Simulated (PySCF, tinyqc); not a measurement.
Worked calculation: FCI on RHF in the sto-3g basis, for Be, spin multiplicity 1. The lowest restricted solution is unstable here: a spin-polarised one lies 0.0012 hartree lower (PySCF). One step of it, computed by the program tinyqc.

Problem. Iteration 1: building the Fock matrix. J_ij = sum D_kl (ij|kl), K_ij = sum D_kl (ik|jl); F = H + J - 0.5 K; E = tr D H + tr D J / 2 - 0.25 tr D K + E_nn.

D at the start, order 1Be 1s, 1Be 2s, 1Be 2px, 1Be 2py, 1Be 2pz:
```
[[2.144425, -0.556515, 0.000000, 0.000000, 0.000000],
 [-0.556515, 2.144425, 0.000000, 0.000000, 0.000000],
 [0.000000, 0.000000, 0.000000, 0.000000, 0.000000],
 [0.000000, 0.000000, 0.000000, 0.000000, 0.000000],
 [0.000000, 0.000000, 0.000000, 0.000000, 0.000000]]
```

core Hamiltonian H = T + V (hartree), order 1Be 1s, 1Be 2s, 1Be 2px, 1Be 2py, 1Be 2pz:
```
[[-7.867117, -1.932258, 0.000000, 0.000000, 0.000000],
 [-1.932258, -2.102157, 0.000000, 0.000000, 0.000000],
 [0.000000, 0.000000, -1.634157, 0.000000, 0.000000],
 [0.000000, 0.000000, 0.000000, -1.634157, 0.000000],
 [0.000000, 0.000000, 0.000000, 0.000000, -1.634157]]
```

Two-electron integrals (ij|kl) in chemists' order, unique and non-zero (hartree):
```
(11|11) 2.298831   (21|11) 0.392036   (21|21) 0.079539   (22|11) 0.570988
(22|21) 0.143041   (22|22) 0.417683   (31|31) 0.014607   (32|31) 0.021888
(32|32) 0.092265   (33|11) 0.569578   (33|21) 0.143083   (33|22) 0.417589
(33|33) 0.449859   (41|41) 0.014607   (42|41) 0.021888   (42|42) 0.092265
(43|43) 0.024249   (44|11) 0.569578   (44|21) 0.143083   (44|22) 0.417589
(44|33) 0.401360   (44|44) 0.449859   (51|51) 0.014607   (52|51) 0.021888
(52|52) 0.092265   (53|53) 0.024249   (54|54) 0.024249   (55|11) 0.569578
(55|21) 0.143083   (55|22) 0.417589   (55|33) 0.401360   (55|44) 0.401360
(55|55) 0.449859
```

nuclear repulsion = 0 hartree

Give: Coulomb J; exchange K; Fock matrix F; total energy of this density.

Solution.

Coulomb J (hartree), order 1Be 1s, 1Be 2s, 1Be 2px, 1Be 2py, 1Be 2pz:
```
[[5.7178, 1.0589, 0.0000, 0.0000, 0.0000],
 [1.0589, 1.9609, 0.0000, 0.0000, 0.0000],
 [0.0000, 0.0000, 1.9577, 0.0000, 0.0000],
 [0.0000, 0.0000, 0.0000, 1.9577, 0.0000],
 [0.0000, 0.0000, 0.0000, 0.0000, 1.9577]]
```

exchange K (hartree), order 1Be 1s, 1Be 2s, 1Be 2px, 1Be 2py, 1Be 2pz:
```
[[4.6639, 0.7854, 0.0000, 0.0000, 0.0000],
 [0.7854, 0.9070, 0.0000, 0.0000, 0.0000],
 [0.0000, 0.0000, 0.2048, 0.0000, 0.0000],
 [0.0000, 0.0000, 0.0000, 0.2048, 0.0000],
 [0.0000, 0.0000, 0.0000, 0.0000, 0.2048]]
```

Fock matrix F (hartree), order 1Be 1s, 1Be 2s, 1Be 2px, 1Be 2py, 1Be 2pz:
```
[[-4.4813, -1.2661, 0.0000, 0.0000, 0.0000],
 [-1.2661, -0.5948, 0.0000, 0.0000, 0.0000],
 [0.0000, 0.0000, 0.2211, 0.0000, 0.0000],
 [0.0000, 0.0000, 0.0000, 0.2211, 0.0000],
 [0.0000, 0.0000, 0.0000, 0.0000, 0.2211]]
```

total energy of this density = -14.351880 hartree
